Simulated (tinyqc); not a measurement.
# Zener tunnelling in a reverse-biased junction, two-band WKB: two studies

Abrupt p-n junction, depletion approximation. Energies E are counted from the conduction-band edge of the neutral n side; its Fermi level lies at dn, that of the p side at dn - V, and the valence-band edge of the neutral p side at Em = dn + dp - V. Tunnelling needs 0 < E < Em. Two-band dispersion with equal masses m: inside the gap kappa = sqrt(m u (1 - u/Eg)/C), u the distance from a band edge, C = hbar^2/(2 m0).

Parameters, values chosen for the exercise; band and dielectric values close to those of In0.53Ga0.47As: temperature T = 200 K; band gap Eg = 0.726 eV; relative permittivity eps_r = 14; conduction-band density of states at 200 K Nc = 1.13e17 cm^-3; valence-band density of states at 200 K Nv = 4.22e18 cm^-3; band-edge mass of the two-band model m = 0.041 m0; acceptor density Na = 8.5e18 cm^-3; donor density Nd = 5.4e17 cm^-3; bias of the p side V = -0.71 V.

Constants: q = 1.602176634e-19 C, kB = 1.380649e-23 J/K, hbar = 1.054571817e-34 J s, h = 6.62607015e-34 J s, m0 = 9.1093837015e-31 kg, Vt = kB T/q, eps0 = 8.8541878128e-14 F/cm where lengths are in cm, hbar^2/(2 m0) = 0.0380998212 eV nm^2. Results are converted to the units shown.

Each table varies one quantity; the others keep the values above.

## Effect of the doping Nd

Nd = Nc F12(dn/Vt), Na = Nv F12(dp/Vt), F12(x) = (2/sqrt(pi)) int_0^infinity sqrt(u)/(1 + exp(u - x)) du; dn = EF - Ec on the n side, dp = Ev - EF on the p side (negative outside the bands); Vbi = Eg + dn + dp. W = sqrt(2 eps0 eps_r (Vbi - V)(1/Na + 1/Nd)/q), mean field F = (Vbi - V)/W, peak field 2 F. In a uniform field F the exponent is S = pi sqrt(m/C) Eg^1.5/(4 F). Transverse energy Et = C kt^2/m raises it to S (1 + 4 Et/Eg), so T = exp(-S) exp(-Et/Eb) with Eb = Eg/(4 S). KJ = (2 q^2/h) m/(4 pi C) (times 1e14 for A/cm^2 per eV^2). J = KJ exp(-S) Eb times the integral from 0 to Em of [f(E - dn) - f(E - dn + V)] [1 - exp(-min(E, Em - E)/Eb)] dE, f(x) = 1/(1 + exp(x/Vt)), with S and Eb from the mean field; J > 0 flows from p to n.

Results:

| Nd (cm^-3) | Vbi (V) | mean field (MV/cm) | S | J (A/cm^2) |
|---|---|---|---|---|
| 1.4e17 | 0.7611 | 0.1144 | 44.04 | -1.418e-13 |
| 2.1e17 | 0.7717 | 0.1401 | 35.98 | -5.554e-10 |
| 2.9e17 | 0.7814 | 0.1644 | 30.66 | -1.337e-7 |
| 4.2e17 | 0.7942 | 0.1972 | 25.55 | -2.648e-5 |
| 6e17 | 0.8091 | 0.2346 | 21.49 | -0.001835 |
| 1.2e18 | 0.8481 | 0.3254 | 15.49 | -1.025 |

Estimate the missing row, Nd = 8.5e17 cm^-3.

Computed row:

| Nd (cm^-3) | Vbi (V) | mean field (MV/cm) | S | J (A/cm^2) |
|---|---|---|---|---|
| 8.5e17 | 0.8267 | 0.2770 | 18.19 | -0.05836 |

With this row back in the table: The mean field rises from 0.114 to 0.325 MV/cm, as Nd^(0.49), S falls from 44.0 to 15.5, and |J| rises from 1.42e-13 to 1.02 A/cm^2: 12.9 decades, of which exp(-S) accounts for 12.4.

## Current against reverse bias

Same model as above.

Current against reverse bias:

| V (V) | mean field (MV/cm) | S | J (A/cm^2) |
|---|---|---|---|
| -0.12 | 0.1742 | 28.94 | -1.277e-7 |
| -0.43 | 0.2013 | 25.04 | -2.707e-5 |
| -0.75 | 0.2258 | 22.32 | -8.146e-4 |
| -1.06 | 0.2473 | 20.38 | -0.008794 |
| -1.37 | 0.2671 | 18.87 | -0.05555 |
| -1.68 | 0.2855 | 17.65 | -0.2460 |
| -2 | 0.3033 | 16.61 | -0.8786 |
| -2.31 | 0.3197 | 15.77 | -2.500 |
| -2.62 | 0.3352 | 15.04 | -6.174 |

|J| grows from 1.28e-7 to 6.17 A/cm^2, a factor of 4.84e7. Of that, exp(-S) gives 1.09e6 (S falls from 28.9 to 15.0 as the field grows with the square root of Vbi - V); the rest, 44.3, comes from the wider energy window and from Eb.

Range of the model: Parabolic densities of states, no band tails and no gap narrowing, all of which matter at such doping.

tinyqc, about 0.01 s, one thread, Intel Xeon 2.30GHz (shared host): `OMP_NUM_THREADS=1 python tinyqc.py 2620052 2620053 out.jsonl`
